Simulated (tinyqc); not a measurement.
Worked calculation: a particle near a wafer in liquid: double-layer and van der Waals forces (DLVO), deposition barrier and removal. Computed by tinyqc, a small Python program that keeps every step. Command: `OMP_NUM_THREADS=1 python tinyqc.py 3112881 3112882 out.jsonl dlvo walk`. One thread of a shared host (Intel(R) Xeon(R) Processor @ 2.30GHz), about 0.01 s of CPU time with the checks. Intermediate numbers are printed to about 5 digits and carried at full precision; extremes and crossings named in words are read from the listed rows.

Sphere and flat wall, Derjaguin approximation, constant potentials in the linear-superposition form, no retardation and no hydration force.

Inputs (values chosen for the exercise, of the order of those for silicon nitride on silicon in water):
```
quantity,value,unit
particle radius R,81,nm
Hamaker constant A,2.6e-20,J
potential of the particle psi_1,-17,mV
potential of the wafer psi_2,-48,mV
salt concentration c,0.0021,mol/L
valence z of the symmetric salt,1,-
temperature T,343,K
dielectric constant of the liquid,63.7,-
gap h,2.6,nm
contact distance h0,0.4,nm
contact radius over R,0.12,-
viscosity,0.98,mPa s
```

Constants: e = 1.602176634e-19 C; N_A = 6.02214076e+23 1/mol; eps_0 = 8.8541878128e-12 F/m; k_B = 1.380649e-23 J/K; k_B = 8.617333262e-05 eV/K.

## Screening

kappa^2 = 2 z^2 e^2 N_A (1000 c)/(eps eps_0 k_B T); gamma_i = tanh(z e psi_i/(4 k_B T)); Z = 64 pi eps eps_0 (k_B T/(z e))^2 gamma_1 gamma_2.

kappa = 0.15591 1/nm

Debye length = 6.4139 nm

gamma_1 = -0.14280

gamma_2 = -0.38506

Z = 5.4479 pN

kappa R = 12.629

Like signs: the double layers repel.

## Energy and force at one gap

U(h) = Z R exp(-kappa h) - A R/(6 h); F(h) = -dU/dh = kappa Z R exp(-kappa h) - A R/(6 h^2), positive for repulsion.

double-layer energy = 62.127 k_B T

van der Waals energy = -28.507 k_B T

U(h) = 33.620 k_B T

F(h) = -6.0520 pN

Caution: for kappa h below 1 linear superposition is only rough, and charge regulation matters.

## The curve

The formulas are those given above.

Against the gap:
```
h (nm),kappa h,U (k_B T),F (pN)
0.4,0.0624,-97.749,-2.1291e+03
0.6,0.0935,-38.671,-9.1234e+02
1.0,0.1559,5.611,-2.9213e+02
1.5,0.2339,24.338,-1.0155e+02
2.5,0.3898,33.456,-9.5682e+00
4.0,0.6236,31.415,1.4938e+01
7.0,1.0914,20.698,1.5937e+01
12.0,1.8709,8.172,8.1563e+00
20.0,3.1182,0.416,2.1659e+00
40.0,6.2365,-1.671,-8.4748e-02
```

Caution: in rows where h is not small against R, A R/(6 h) overstates the van der Waals term. Caution: in rows with kappa h below 1 linear superposition is only rough.

## Barrier and secondary minimum

F = 0 reads x^2 exp(-x) = y with x = kappa h and y = A kappa/(6 Z); the left side peaks at x = 2 with 4/e^2 = 0.5413, so roots exist for smaller y: x < 2 is the barrier, x > 2 the secondary minimum.

y = 0.12402

position of the barrier = 2.8124 nm

barrier height = 33.749 k_B T

position of the secondary minimum = 35.245 nm

energy at the secondary minimum = -1.7203 k_B T

A barrier above 15 k_B T practically stops deposition.

## Critical salt concentration

The barrier height is zero when U = 0 and F = 0 together: kappa h = 1 and kappa = 6 Z/(e A), e = 2.718282 here; c follows from kappa^2, with the potentials held fixed.

critical kappa = 0.46250 1/nm

critical concentration = 0.018479 mol/L

## Adding salt

kappa scales as sqrt(c); potentials are held fixed. A dash marks rows without a maximum.

Against the concentration:
```
c (mol/L),Debye length (nm),barrier at (nm),barrier (k_B T),minimum at (nm),minimum (k_B T)
1.85e-06,216.10,13.527,82.049,2.2174e+03,-3.0168e-02
1.85e-05,68.34,7.806,73.628,6.0160e+02,-1.0921e-01
1.85e-04,21.61,4.613,59.203,1.5709e+02,-4.0693e-01
9.24e-04,9.67,3.287,43.779,5.9190e+01,-1.0477e+00
3.70e-03,4.83,2.553,25.906,2.4345e+01,-2.4402e+00
9.24e-03,3.06,2.255,11.702,1.2940e+01,-4.3745e+00
1.66e-02,2.28,2.165,1.837,8.2916e+00,-6.4796e+00
2.77e-02,1.77,2.226,-6.878,5.2705e+00,-9.3509e+00
5.54e-02,1.25,-,-,-,-
```

At low salt the barrier tends to Z R = 93.2 k_B T; it is half of that between 1.8e-4 and 9.2e-4 mol/L and changes sign at 0.018 mol/L, while the secondary minimum deepens to -6.5 k_B T at 0.9 of that.

## Removing an attached particle

Adhesion F_a = A R/(6 h0^2) [1 + a^2/(R h0)] - kappa Z R exp(-kappa h0), a the contact radius. Drag in a shear flow F_d = 1.7 x 6 pi mu R^2 G, acting at 1.4 R; rolling starts when 1.4 R F_d = a F_a. Wall shear stress = mu G.

van der Waals adhesion = 8590.725 pN

net adhesion F_a = 8526.1 pN

wall shear stress for rolling = 3476.0 Pa

shear rate G = 3.5470e+06 1/s

Checks made by the program: force against a difference of U (relative difference 1e-10).
